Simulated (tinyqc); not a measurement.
## Inverter chain driving a load

N inverters, each f = Hc^(1/N) times larger than the one before: delay tau N (f + pp). Switched capacitance in units of the first input, with output capacitance pp times the input: Hc + (1 + pp)(Hc - 1)/(f - 1).

Values chosen for this exercise:
- Hc = 43 (load over the input capacitance of the chain)
- pp = 1 (parasitic delay of an inverter)
- tau = 3.3 ps (delay unit)

Result of one run:
```
N,f,delay (ps),switched capacitance
4,2.5607,47.002,96.820
```

What becomes of these results when the number of stages N is changed from 4 to 2, all else the same?

Result of the changed run:
```
N,f,delay (ps),switched capacitance
2,6.5574,49.879,58.115
```

The whole series:
```
N,f,delay (ps),switched capacitance
1,43.000,145.20,45.000
2,6.5574,49.879,58.115
3,3.5034,44.584,76.554
4,2.5607,47.002,96.820
5,2.1217,51.509,117.88
6,1.8717,56.860,139.36
7,1.7114,62.633,161.08
```

The delay goes from 145 through a minimum of 44.6 (at N = 3 among the rows listed) to 62.6 ps. The best stage effort solves pp + rho (1 - ln rho) = 0, rho = 3.59, which gives N = ln Hc/ln rho = 2.94. One stage fewer than the best costs 12 % in delay and saves 24 % of the switched capacitance.

Computed by the program tinyqc: `OMP_NUM_THREADS=1 python tinyqc.py 2082032 2082033 out.jsonl`, one thread of a shared Intel Xeon 2.30GHz, about 0.01 s for the whole run.
